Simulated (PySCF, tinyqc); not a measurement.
Inside a calculation. Method: FCI on RHF in the 6-311g basis, for H2, spin multiplicity 1. The lowest restricted solution is unstable here: a spin-polarised one lies 0.0009 hartree lower (PySCF). One step of it, computed by the program tinyqc.

Task: FCI: determinants and Hamiltonian. Slater-Condon rules over spin orbitals, with the nuclear repulsion added and E(HF) subtracted on the diagonal. Only determinants linked to the reference directly or through others are kept (one block of an abelian symmetry group), so some states are absent.

one-electron integrals over orbitals h = C^T H C (hartree):
$$\begin{pmatrix}
-0.994569 & 0.000000 & 0.107433 & 0.000000 & 0.000000 & 0.041220 \\
0.000000 & -0.597560 & 0.000000 & 0.191174 & 0.034099 & 0.000000 \\
0.107433 & 0.000000 & -0.289139 & 0.000000 & 0.000000 & -0.115065 \\
0.000000 & 0.191174 & 0.000000 & -0.246217 & -0.167973 & 0.000000 \\
0.000000 & 0.034099 & 0.000000 & -0.167973 & 1.512432 & 0.000000 \\
0.041220 & 0.000000 & -0.115065 & 0.000000 & 0.000000 & 1.562713
\end{pmatrix}$$

Two-electron integrals over orbitals (pq|rs), unique and non-zero (hartree):
```
(11|11) 0.513497    (21|21) 0.099002    (22|11) 0.386136    (22|22) 0.339636
(31|11) -0.107433   (31|22) -0.054061   (31|31) 0.051630    (32|21) -0.004555
(32|32) 0.024976    (33|11) 0.345309    (33|22) 0.289951    (33|31) -0.040594
(33|33) 0.279208    (41|21) -0.077838   (41|32) 0.024907    (41|41) 0.080919
(42|11) -0.134506   (42|22) -0.075303   (42|31) 0.053745    (42|33) -0.056008
(42|42) 0.071389    (43|21) 0.070090    (43|32) 0.002989    (43|41) -0.051545
(43|43) 0.056964    (44|11) 0.409113    (44|22) 0.337732    (44|31) -0.073473
(44|33) 0.295657    (44|42) -0.092145   (44|44) 0.353212    (51|21) -0.027454
(51|32) 0.022997    (51|41) 0.043554    (51|43) -0.025276   (51|51) 0.060137
(52|11) -0.030777   (52|22) -0.004483   (52|31) 0.026440    (52|33) -0.010014
(52|42) 0.022160    (52|44) -0.026407   (52|52) 0.037643    (53|21) 0.037141
(53|32) -0.016173   (53|41) -0.042913   (53|43) 0.025436    (53|51) -0.036658
(53|53) 0.030266    (54|11) 0.105763    (54|22) 0.054226    (54|31) -0.050838
(54|33) 0.045503    (54|42) -0.056578   (54|44) 0.077941    (54|52) -0.044070
(54|54) 0.072781    (55|11) 0.536669    (55|22) 0.408099    (55|31) -0.127903
(55|33) 0.351586    (55|42) -0.159371   (55|44) 0.443778    (55|52) -0.072755
(55|54) 0.163816    (55|55) 0.658726    (61|11) -0.041220   (61|22) -0.025288
(61|31) 0.030145    (61|33) -0.015058   (61|42) 0.033899    (61|44) -0.044419
(61|52) 0.041426    (61|54) -0.056859   (61|55) -0.109926   (61|61) 0.062733
(62|21) -0.027678   (62|32) 0.015582    (62|41) 0.036275    (62|43) -0.024317
(62|51) 0.044130    (62|53) -0.027718   (62|62) 0.034984    (63|11) 0.072605
(63|22) 0.045776    (63|31) -0.031637   (63|33) 0.029924    (63|42) -0.039371
(63|44) 0.057580    (63|52) -0.024363   (63|54) 0.045376    (63|55) 0.113976
(63|61) -0.037775   (63|63) 0.032518    (64|21) 0.049421    (64|32) -0.025359
(64|41) -0.059823   (64|43) 0.035463    (64|51) -0.058066   (64|53) 0.042876
(64|62) -0.045783   (64|64) 0.067119    (65|21) 0.143230    (65|32) -0.033907
(65|41) -0.139224   (65|43) 0.104622    (65|51) -0.106499   (65|53) 0.090501
(65|62) -0.087666   (65|64) 0.132550    (65|65) 0.312240    (66|11) 0.560411
(66|22) 0.412392    (66|31) -0.137677   (66|33) 0.362095    (66|42) -0.170629
(66|44) 0.455591    (66|52) -0.081345   (66|54) 0.175239    (66|55) 0.680786
(66|61) -0.112272   (66|63) 0.118430    (66|66) 0.714010
```

nuclear repulsion = 0.42606861 hartree

Hartree-Fock energy = -1.04957201 hartree

Give: determinants; H - E(HF) between determinants.

Result:

Occupation strings over the orbitals (2 doubly, a alpha, b beta, 0 empty; spin orbitals ordered 1a 1b 2a 2b ...): 200000 a0b000 a0000b b0a000 b0000a 020000 0a0b00 0a00b0 002000 00a00b 0b0a00 000200 000ab0 0b00a0 000ba0 000020 00b00a 000002

H - E(HF) between determinants (hartree):
```
         200000   a0b000   a0000b   b0a000   b0000a   020000   0a0b00   0a00b0
200000   0.0000   0.0000   0.0000   0.0000   0.0000   0.0990  -0.0778  -0.0275
a0b000   0.0000   0.5372  -0.0425  -0.0516  -0.0301  -0.0046   0.0701   0.0371
a0000b   0.0000  -0.0425   2.6042  -0.0301  -0.0627  -0.0277   0.0494   0.1432
b0a000   0.0000  -0.0516  -0.0301   0.5372  -0.0425   0.0046  -0.0249  -0.0230
b0000a   0.0000  -0.0301  -0.0627  -0.0425   2.6042   0.0277  -0.0363  -0.0441
020000   0.0990  -0.0046  -0.0277   0.0046   0.0277   0.6202   0.1159   0.0296
0a0b00  -0.0778   0.0701   0.0494  -0.0249  -0.0363   0.1159   0.9696  -0.1137
0a00b0  -0.0275   0.0371   0.1432  -0.0230  -0.0441   0.0296  -0.1137   2.7986
002000   0.0516   0.0668  -0.0316  -0.0668   0.0316   0.0250   0.0030  -0.0162
00a00b   0.0301  -0.0316  -0.0302  -0.0262   0.0378   0.0156  -0.0254  -0.0339
0b0a00   0.0778  -0.0249  -0.0363   0.0701   0.0494  -0.1159  -0.0714  -0.0222
000200   0.0809  -0.0515  -0.0598   0.0515   0.0598   0.0714   0.0990  -0.0566
000ab0   0.0436  -0.0429  -0.1392   0.0253   0.0581   0.0222  -0.0566   0.0318
0b00a0   0.0275  -0.0230  -0.0441   0.0371   0.1432  -0.0296  -0.0222  -0.0376
000ba0  -0.0436   0.0253   0.0581  -0.0429  -0.1392  -0.0222  -0.0077   0.0441
000020   0.0601  -0.0367  -0.1065   0.0367   0.1065   0.0376  -0.0441  -0.0387
00b00a  -0.0301  -0.0262   0.0378  -0.0316  -0.0302  -0.0156   0.0243   0.0277
000002   0.0627  -0.0378  -0.0711   0.0378   0.0711   0.0350  -0.0458  -0.0877

         002000   00a00b   0b0a00   000200   000ab0   0b00a0   000ba0   000020
200000   0.0516   0.0301   0.0778   0.0809   0.0436   0.0275  -0.0436   0.0601
a0b000   0.0668  -0.0316  -0.0249  -0.0515  -0.0429  -0.0230   0.0253  -0.0367
a0000b  -0.0316  -0.0302  -0.0363  -0.0598  -0.1392  -0.0441   0.0581  -0.1065
b0a000  -0.0668  -0.0262   0.0701   0.0515   0.0253   0.0371  -0.0429   0.0367
b0000a   0.0316   0.0378   0.0494   0.0598   0.0581   0.1432  -0.1392   0.1065
020000   0.0250   0.0156  -0.1159   0.0714   0.0222  -0.0296  -0.0222   0.0376
0a0b00   0.0030  -0.0254  -0.0714   0.0990  -0.0566  -0.0222  -0.0077  -0.0441
0a00b0  -0.0162  -0.0339  -0.0222  -0.0566   0.0318  -0.0376   0.0441  -0.0387
002000   1.1766  -0.0851  -0.0030   0.0570   0.0254   0.0162  -0.0254   0.0303
00a00b  -0.0851   3.1113   0.0243   0.0355   0.1046   0.0277  -0.0429   0.0905
0b0a00  -0.0030   0.0243   0.9696  -0.0990  -0.0077  -0.1137  -0.0566   0.0441
000200   0.0570   0.0355  -0.0990   1.3364  -0.0900   0.0566   0.0900   0.0728
000ab0   0.0254   0.1046  -0.0077  -0.0900   3.1856   0.0441  -0.0728  -0.0042
0b00a0   0.0162   0.0277  -0.1137   0.0566   0.0441   2.7986   0.0318   0.0387
000ba0  -0.0254  -0.0429  -0.0566   0.0900  -0.0728   0.0318   3.1856   0.0042
000020   0.0303   0.0905   0.0441   0.0728  -0.0042   0.0387   0.0042   5.1592
00b00a   0.0851  -0.0325  -0.0254  -0.0355  -0.0429  -0.0339   0.1046  -0.0905
000002   0.0325   0.0034   0.0458   0.0671   0.1325   0.0877  -0.1325   0.3122

         00b00a   000002
200000  -0.0301   0.0627
a0b000  -0.0262  -0.0378
a0000b   0.0378  -0.0711
b0a000  -0.0316   0.0378
b0000a  -0.0302   0.0711
020000  -0.0156   0.0350
0a0b00   0.0243  -0.0458
0a00b0   0.0277  -0.0877
002000   0.0851   0.0325
00a00b  -0.0325   0.0034
0b0a00  -0.0254   0.0458
000200  -0.0355   0.0671
000ab0  -0.0429   0.1325
0b00a0  -0.0339   0.0877
000ba0   0.1046  -0.1325
000020  -0.0905   0.3122
00b00a   3.1113  -0.0034
000002  -0.0034   5.3151
```
